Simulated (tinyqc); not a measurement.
# Ellipsometry and reflectance of a transparent film on an absorbing substrate, step by step

Program tinyqc, `OMP_NUM_THREADS=1 python tinyqc.py 2870210 2870211 out.jsonl`; Intel Xeon 2.30GHz, shared host, one thread, about 0.01 s. Printed values are rounded.

Air (index 1), film, substrate with N2 = n2 - i k2; time factor exp(+i w t). q_j = sqrt(N_j^2 - sin^2 th), root with positive real part. Fresnel coefficients r_s = (q_a - q_b)/(q_a + q_b), r_p = (N_b^2 q_a - N_a^2 q_b)/(N_b^2 q_a + N_a^2 q_b). tan(Psi) exp(i Delta) = R_p/R_s, Delta taken from 0 to 360 degrees.

Parameters, values chosen for the exercise; indices close to those of titanium dioxide on silicon: wavelength lam = 800 nm; angle of incidence th = 60 degrees; index of the transparent film n1 = 2.383; film thickness d = 1.1 nm; index of the substrate n2 = 3.692; extinction coefficient of the substrate k2 = 0.0065.

## Interface coefficients and thickness period

q0, q1, q2 and the coefficients r01 and r12 for p and s; the results repeat in d with the period lam/(2 q1).

q0 = 0.5
q1 = 2.220065
q2 = 3.588992-0.006687i
r01,p = 0.1224015
r01,s = -0.6323617
r12,p = 0.1951076-0.0007975i
r12,s = -0.2356550+0.0008798i
period = 180.1749 nm

## Psi, Delta and reflectances

beta = 2 pi d q1/lam, X = exp(-2 i beta), R = (r01 + r12 X)/(1 + r01 r12 X) for p and s.

beta = 0.01917999 rad
X = 0.9992643-0.0383506i
R_p = 0.3099475-0.0077796i
R_s = -0.7553719+0.0045085i
Psi = 22.31552 degrees
Delta = 178.9042 degrees
|R_p|^2 = 0.09612797
|R_s|^2 = 0.5706070

The bare substrate gives Psi = 22.32 and Delta = 179.89 degrees.
